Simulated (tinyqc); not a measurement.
Worked calculation: gated graphene: carriers, quantum capacitance and optical conductivity. Values are carried at full precision from step to step, so a last printed digit may differ when a step is redone from the rounded ones.

Cones E = +/- hv |k|, four flavours, D(E) = 2|E|/(pi hv^2). n = (2/pi)(kT/hv)^2 F_1(mu/kT), p = (2/pi)(kT/hv)^2 F_1(-mu/kT), in 1/angstrom^2 (1e16 for 1/cm^2); F_1(eta) = integral_0^infinity x dx/(1 + exp(x - eta)). Cq/e^2 = d(n - p)/d mu = (2 kT/(pi hv^2)) ln(2 + 2 cosh(mu/kT)).

Gate: V = mu/e + e (n - p)/Cox with Cox/e^2 = k/(4 pi e2 t), t in angstrom, e2 = e^2/(4 pi eps0); 1/(eV angstrom^2) in C/e^2 equals 1602.176634 microfarad/cm^2; total 1/C = 1/Cox + 1/Cq.

Constants: kB = 8.617333262e-05 eV/K; e^2/(4 pi eps0) = 14.39964547 eV angstrom; fine-structure constant alpha = 0.007297352564.

Inputs chosen for the exercise (Fermi velocity near that of graphene, gate dielectric near HfO2; not measured data):
```
symbol  value  unit         meaning
hv      6.66   eV angstrom  hbar vF
T       300    K
k       17.8                dielectric constant of the gate layer
t       5      nm           its thickness
V       0.1    V            gate voltage from the neutrality point
E       0.23   eV           photon energy
Gm      20     meV          intraband damping
```

## Chemical potential at the gate voltage

Solve the gate equation for mu.

Cox = 3.152 microfarad/cm^2
mu = 0.0731 eV
n = 5.35e+11 1/cm^2
p = 5.60e+09 1/cm^2

mu takes 73.1 % of the gate voltage; the zero-temperature rule |mu| = hv sqrt(pi |n - p|) gives 0.0859 eV.

## Quantum capacitance

1/(eV angstrom^2) in C/e^2 equals 1602.176634 microfarad/cm^2; 1/C = 1/Cox + 1/Cq.

Cq = 1.749 microfarad/cm^2
C = 1.125 microfarad/cm^2
Cq at mu = 0 = 0.8241 microfarad/cm^2

C is 0.357 of Cox.

## Optical conductivity at one energy

Conductivity over sigma0 = e^2/(4 hbar): interband Re = sinh(E/2kT)/(cosh(mu/kT) + cosh(E/2kT)); intraband Re = (8 kT/pi) ln(2 cosh(mu/2kT)) Gm/(E^2 + Gm^2). A free sheet absorbs about pi alpha_f Re(sigma/sigma0), alpha_f the fine-structure constant (alpha among the constants).

Evaluate both parts and the absorption.

interband = 0.8344
intraband = 0.0363
absorption = 1.996 %

E is above 2|mu| = 0.1461 eV; at this temperature interband transitions are mostly open; the universal value is pi alpha_f = 2.293 %.

## Checks

- Cq/e^2 against the finite difference of n - p (1/(eV angstrom^2)): both 0.001091.

Run: tinyqc, `OMP_NUM_THREADS=1 python tinyqc.py 1680025 1680026 out.jsonl`; Intel(R) Xeon(R) Processor @ 2.30GHz, one thread, shared host; about 0.01 s of CPU time with all checks.
